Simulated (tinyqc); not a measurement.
Strength against creep resistance: grain growth, pinning, strength and diffusional creep of a polycrystal or thin film. Computed by tinyqc, a small Python program. Command: `OMP_NUM_THREADS=1 python tinyqc.py 3025784 3025785 out.jsonl grain walk`. One thread of a shared host (Intel(R) Xeon(R) Processor @ 2.30GHz), about 0.01 s of CPU time with the checks.

One mean grain size d describes the structure.

Inputs (values chosen for the exercise, modelled on nickel):
```
quantity                                    value        unit
atomic volume Omega                         10.94  angstrom^3
boundary energy gamma                        0.78       J/m^2
mobility prefactor M0                     3.4e-06   m^4/(J s)
activation energy of boundary motion Q_m     1.41          eV
anneal temperature T                          720           K
anneal time t                                  12           s
initial grain size d0                         140          nm
particle volume fraction f                  0.011           -
particle radius r                             6.3          nm
film thickness h                               90          nm
surface energy gamma_s                        2.5       J/m^2
Hall-Petch slope k_y                         0.14   MPa m^0.5
lattice diffusion energy Q_l                 2.82          eV
boundary diffusion energy Q_b                1.24          eV
lattice prefactor D0                      0.00015       m^2/s
boundary prefactor delta D0b              6.7e-15       m^3/s
applied stress sigma                           23         MPa
service temperature T_c                       824           K
```

Sample: thin film on a substrate.

Constants: k_B = 8.617333262e-05 eV/K; k_B = 1.380649e-23 J/K.

Method:
- M = M0 exp(-Q_m/(k_B T)). The driving pressure is 2 gamma/d. Zener pinning pressure 3 f gamma/(2 r) stops growth at d_Z = 4 r/(3 f). Grooves where boundaries meet the surface have the angle theta = arcsin(gamma/(2 gamma_s)) and are taken to stop growth at d_h = h/(2 theta), a few film thicknesses; the limit is 1/d_lim = 1/d_Z + 1/d_h.
- dd/dt = 2 M gamma (1/d - 1/d_lim) integrates to 2 M gamma t = d_lim (d0 - d) + d_lim^2 ln[(d_lim - d0)/(d_lim - d)]; without pinning d^2 = d0^2 + 4 M gamma t.
- Nabarro-Herring rate = 14 sigma Omega D_l/(k_B T d^2), D_l = D0 exp(-Q_l/(k_B T)); Coble rate = 14 pi sigma Omega delta D_b/(k_B T d^3), delta D_b = delta D0b exp(-Q_b/(k_B T)); they are equal at d_x = pi delta D_b/D_l.
- Hall-Petch term k_y/sqrt(d).

crossover size d_x = 646823 micrometre

At T_c and sigma:
```
d (nm)  Hall-Petch term (MPa)  Nabarro-Herring (1/s)  Coble (1/s)  time to 1 % (s)
30                     808.29             2.9169e-07   6.2891e+00       1.5900e-03
100                    442.72             2.6252e-08   1.6981e-01       5.8890e-02
300                    255.60             2.9169e-09   6.2891e-03       1.5900e+00
1000                   140.00             2.6252e-10   1.6981e-04       5.8890e+01
3000                    80.83             2.9169e-11   6.2891e-06       1.5900e+03
10000                   44.27             2.6252e-12   1.6981e-07       5.8890e+04
100000                  14.00             2.6252e-14   1.6981e-10       5.8881e+07
```

From 100 micrometre to 30 nm grains the Hall-Petch term grows 58 times, while the time to 1 % strain shrinks by 10.6 decades. Coble creep rules in 7 of the seven rows (d_x is a millimetre or more). Fine grains resist slip but creep fast. The Hall-Petch value at 30 nm is at the edge of that law, and in a film grains much larger than h lose atoms to the surfaces instead. Caution: T_c is above the anneal temperature, so the grains would go on growing in service.

Extremes, crossings and ranges named in words are read from the listed rows.
